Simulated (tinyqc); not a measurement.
# From one set of inputs to another, one input at a time

Model: thermal, flicker and telegraph noise of a field-effect transistor. Computed by tinyqc, a small Python program. Command: `OMP_NUM_THREADS=1 python tinyqc.py 3007636 3007637 out.jsonl noise ladder`. One thread of a shared host (Intel(R) Xeon(R) Processor @ 2.30GHz), about 0.01 s of CPU time with the checks.

Strong inversion, threshold roll-off and channel-length modulation left out; noise sources are uncorrelated and are given as one-sided spectral densities. The drain voltage is 50 mV.

The inputs printed are set A. Set A is modelled on a silicon n-channel; the values taken over come from a set modelled on a high-k silicon transistor. Inputs not listed in the table keep their values of set A, so the rows need not describe a real material.

Inputs (values chosen for the exercise, modelled on a silicon n-channel):
```
quantity                        value         unit
width W                          0.25   micrometre
length L                          140           nm
electrical oxide thickness t      1.8           nm
mobility mu                       130   cm^2/(V s)
overdrive V_ov                   0.42            V
oxide trap density N_t        1.6e+16  1/(eV cm^3)
oxide barrier phi                   2           eV
oxide mass m_ox                  0.49          m_0
frequency f                     30000           Hz
temperature T                     300            K
```

Operating region: linear. Flicker model: number fluctuation.

Constants: eps_0 = 8.8541878128e-12 F/m; hbar = 1.054571817e-34 J s; m_0 = 9.1093837015e-31 kg; e = 1.602176634e-19 C; k_B = 8.617333262e-05 eV/K; k_B = 1.380649e-23 J/K.

Method:
- C_ox = 3.9 eps_0/t; I = mu C_ox (W/L) V_ov V_D; g_m = I/V_ov; g_d0 = I/V_D.
- Tunnelling length lambda = hbar/(2 sqrt(2 m_ox phi)); flat-band noise S_Vfb = e^2 k_B T lambda N_t/(W L C_ox^2 f). S_I = g_m^2 S_Vfb.
- Thermal: S_I = 4 k_B T g_d0; input-referred S_V = S_I/g_m^2; corner f_c where flicker equals thermal.
- Total input noise from 1 Hz to f_c: sqrt(S_V,thermal [f_c ln(f_c/1 Hz) + f_c - 1 Hz]).

Each row keeps all changes above it:
```
input moved                              from       to  corner frequency f_c (Hz)  flicker S_I/I^2 (1/Hz)  g_m (microsiemens)
set A                                       -        -                      13002               1.536e-14           2.227e+01
length L (nm)                             140     1700                         88               1.265e-15           1.834e+00
width W (micrometre)                     0.25      270                         88               1.171e-18           1.980e+03
electrical oxide thickness t (nm)         1.8      5.1                        250               9.400e-18           6.990e+02
mobility mu (cm^2/(V s))                  130      180                        346               9.400e-18           9.678e+02
oxide barrier phi (eV)                      2      2.2                        330               8.963e-18           9.678e+02
oxide trap density N_t (1/(eV cm^3))  1.6e+16  4.2e+17                       8659               2.353e-16           9.678e+02
overdrive V_ov (V)                       0.42     0.25                      14546               6.640e-16           9.678e+02
```

Corner frequency f_c goes from 13000 to 14500, a factor 1.12 in all. The largest single move comes from length L (a factor 0.00678), but it runs against the net change; the largest move in the direction of the net change is oxide trap density N_t (a factor 26.2). Flicker S_I/I^2 goes from 1.54e-14 to 6.64e-16, a factor 0.0432 in all. The largest single move comes from width W (a factor 9.26e-4), and oxide trap density N_t works against it (a factor 26.3). g_m goes from 22.3 to 968, a factor 43.5 in all. The largest single move comes from width W (a factor 1080), and length L works against it (a factor 0.0824). The single moves hold for this order of the switches; the total does not depend on the order.

Caution (rows set A, length L): fewer than one trap per decade of time constant is active, so one device shows telegraph steps and the 1/f law is only a mean over many devices.

Extremes, crossings and ranges named in words are read from the listed rows.
